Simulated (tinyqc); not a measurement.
From results back to parameters: metal-induced gap states at the contact of a metal chain and a two-band chain. Two cases, with inputs chosen for the exercise.

Problem. With gap states the barrier for electrons is phi = S (W - chi - p) + p, W being the work function of the metal, S the pinning factor and p the depth of the neutrality level below the conduction edge. The barriers for two metals come from hidden S and p, those of the chain and not of a measured contact.

Case 1.

Values chosen (out of a larger set: gap and optical dielectric constant near those of Si; the chain itself is a model; not measured data): W1 = 4.45 eV (work function of metal 1); W2 = 5.48 eV (of metal 2); chi = 3.95 eV (electron affinity).

barriers (eV): metal 1 0.65840, metal 2 0.78200

Case 2.

Values chosen (out of a larger set: gap and optical dielectric constant near those of GaAs; the chain itself is a model; not measured data): W1 = 4.14 eV (work function of metal 1); W2 = 5.56 eV (of metal 2); chi = 4.13 eV (electron affinity).

barriers (eV): metal 1 0.56120, metal 2 1.00282

Find: S, p (eV).

Solution. The slope of the barrier against W is S; then p = (phi1 - S (W1 - chi))/(1 - S).

Case 1.

S, p (eV): 0.120  0.680

Case 2.

S, p (eV): 0.311  0.810

Computed by tinyqc, one run a case: `OMP_NUM_THREADS=1 python tinyqc.py N N+1 out.jsonl` with N = 1451769, 1451782; one thread of a shared Intel(R) Xeon(R) Processor @ 2.30GHz, about 0.01 s a run at most.
